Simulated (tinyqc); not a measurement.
Thickness from two neighbouring fringes.

Inverse problem. At normal incidence a transparent film with an index between those of air and substrate, taken as constant, has reflectance minima at 2 n1 d = (m + 1/2) lam (small phase shifts at the substrate neglected). Find d and the order m of the shorter wavelength.

Parameters, values chosen for the exercise:

| symbol | value | unit | meaning |
|---|---|---|---|
| n1 | 1.461 |  | index of the transparent film |

wavelengths of two neighbouring reflectance minima (nm): [423, 488.07692]

Solution. Neighbouring orders differ by one: 2 n1 d (1/lam1 - 1/lam2) = 1.

d = 1086 nm
m = 7

Computed by the program tinyqc: `OMP_NUM_THREADS=1 python tinyqc.py 2870171 2870172 out.jsonl`, one thread of a shared Intel Xeon 2.30GHz, about 0.01 s for the whole run.
